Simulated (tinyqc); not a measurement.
# CMOS inverter, nodal equation and switching: effects of single changes

An n-channel pull-down (bn, VTn) and a p-channel pull-up (bp, VTp) share the input Vin and the output node Vout, which carries the load C. Transistor (EKV form, voltages against the body): I = 2 n b Vt^2 [F(vp - Vs) - F(vp - Vd)] from drain to source, F(v) = ln^2(1 + exp(v/(2 Vt))), vp = (Vg - VT + sg |Vd - Vs|)/n. n-channel bodies are at 0; for the p-channel device all voltages are counted down from Vdd. b in uA/V^2 gives I in uA. Static: In = Ip. Transient: C dVout/dt = Ip - In. No velocity saturation, no gate capacitance beyond C.

Inputs (values chosen for the exercise): temperature T = 273 K; supply voltage Vdd = 0.8 V; slope factor n = 1.3; drain-induced barrier lowering sg = 0.032; n-channel threshold VTn = 0.35 V; p-channel threshold (magnitude) VTp = 0.37 V; gain factor of the pull-down transistor bn = 360 uA/V^2; gain factor of the pull-up transistor bp = 360 uA/V^2; load capacitance C = 1.7 fF.

Constants: q = 1.602176634e-19 C, kB = 1.380649e-23 J/K, Vt = kB T/q. Results are converted to the units shown.

Each table varies one quantity; the others keep the values above.

## Effect of the supply voltage

VM solves In = Ip with Vin = Vout; VIL and VIH are the inputs of gain -1, NML = VIL - Vout(VIH), NMH = Vout(VIL) - VIH. For a step input the delay to Vdd/2 is tHL = C times the integral of dV/(In - Ip) from Vdd/2 to Vdd at Vin = Vdd, and tLH likewise with Ip - In from 0 to Vdd/2 at Vin = 0.

Effect of the supply voltage:

| Vdd (V) | VM (V) | gain at VM | NML (V) | NMH (V) | tHL (ps) | tLH (ps) |
|---|---|---|---|---|---|---|
| 0.2 | 0.09049 | -18.93 | 0.06096 | 0.08096 | 4.159e4 | 7.818e4 |
| 0.3 | 0.1403 | -28.96 | 0.1091 | 0.1291 | 3031 | 5259 |
| 0.4 | 0.1903 | -30.94 | 0.1569 | 0.1769 | 391.9 | 575.6 |
| 0.5 | 0.2403 | -31.21 | 0.2040 | 0.2240 | 111.2 | 140.7 |
| 0.6 | 0.2903 | -31.24 | 0.2496 | 0.2696 | 52.39 | 61.13 |
| 0.8 | 0.3903 | -31.25 | 0.3321 | 0.3521 | 22.31 | 24.34 |
| 1 | 0.4903 | -31.25 | 0.3999 | 0.4199 | 13.52 | 14.36 |
| 1.2 | 0.5903 | -31.25 | 0.4580 | 0.4780 | 9.549 | 9.996 |

As Vdd goes from 0.2 to 1.2 V, VM rises from 0.0905 to 0.590 V, the size of the gain rises from 18.9 to 31.2, tHL falls from 41600 to 9.55 ps and tLH falls from 78200 to 10.0 ps. The smaller margin is largest, 0.458 V, at Vdd = 1.2 V among the rows. For Vdd = 1 to 1.2 V the overdrive passes 0.5 V, where velocity saturation, left out here, would lengthen the delays of short devices. For Vdd = 0.2 to 0.3 V the supply is below a threshold, where mismatch, left out here, dominates margins and delay.

## Effect of the n-channel threshold

Same model as above.

Effect of the n-channel threshold:

| VTn (V) | VM (V) | gain at VM | NML (V) | NMH (V) | tHL (ps) | tLH (ps) |
|---|---|---|---|---|---|---|
| 0.15 | 0.2934 | -31.10 | 0.2042 | 0.4242 | 11.04 | 24.35 |
| 0.2 | 0.3176 | -31.22 | 0.2373 | 0.4073 | 12.85 | 24.34 |
| 0.25 | 0.3419 | -31.24 | 0.2697 | 0.3897 | 15.18 | 24.34 |
| 0.3 | 0.3661 | -31.25 | 0.3013 | 0.3713 | 18.23 | 24.34 |
| 0.35 | 0.3903 | -31.25 | 0.3321 | 0.3521 | 22.31 | 24.34 |
| 0.4 | 0.4145 | -31.25 | 0.3619 | 0.3319 | 27.95 | 24.34 |
| 0.45 | 0.4388 | -31.25 | 0.3908 | 0.3108 | 36.01 | 24.34 |
| 0.5 | 0.4630 | -31.25 | 0.4188 | 0.2888 | 48.12 | 24.34 |

As VTn goes from 0.15 to 0.5 V, VM rises from 0.293 to 0.463 V, the size of the gain stays near 31.2, tHL rises from 11.0 to 48.1 ps and tLH stays near 24.3 ps. The smaller margin is largest, 0.332 V, at VTn = 0.35 V among the rows. For VTn = 0.15 to 0.25 V the overdrive passes 0.5 V, where velocity saturation, left out here, would lengthen the delays of short devices.

## Energy per operation against supply voltage

A chain of 100 such gates sets the cycle time tc = 100 (tHL + tLH)/2; per gate and cycle the switching energy is 0.2 C Vdd^2 and the leakage energy Vdd Ileak tc, Ileak the mean supply current at Vin = 0 and Vdd.

Energy per operation against supply voltage:

| Vdd (V) | tc (ns) | switching (aJ) | leakage (aJ) | total (aJ) |
|---|---|---|---|---|
| 0.15 | 2.334e4 | 7.650 | 17.18 | 24.83 |
| 0.2 | 5989 | 13.60 | 6.204 | 19.80 |
| 0.25 | 1530 | 21.25 | 2.089 | 23.34 |
| 0.3 | 414.5 | 30.60 | 0.7152 | 31.32 |
| 0.35 | 128.3 | 41.65 | 0.2722 | 41.92 |
| 0.4 | 48.38 | 54.40 | 0.1235 | 54.52 |
| 0.5 | 12.60 | 85.00 | 0.04464 | 85.04 |
| 0.6 | 5.676 | 122.4 | 0.02679 | 122.4 |
| 0.8 | 2.333 | 217.6 | 0.01809 | 217.6 |
| 1 | 1.394 | 340.0 | 0.01665 | 340.0 |

The total energy goes from 24.8 through a minimum of 19.8 (at Vdd = 0.2 V among the rows listed) to 340 aJ, while the cycle time falls from 23300 to 1.39 ns. Leakage makes up 69 % of the total in the first row and 0.0049 % in the last. Below threshold the cycle lengthens exponentially and leakage flows for all of it, hence the minimum. At Vdd = 1 V the overdrive passes 0.5 V, where velocity saturation, left out here, would lengthen the delays of short devices. For Vdd = 0.15 to 0.35 V the supply is below a threshold, where mismatch, left out here, dominates margins and delay.

Program tinyqc, `OMP_NUM_THREADS=1 python tinyqc.py 2340041 2340042 out.jsonl`; Intel Xeon 2.30GHz, shared host, one thread, about 0.03 s.
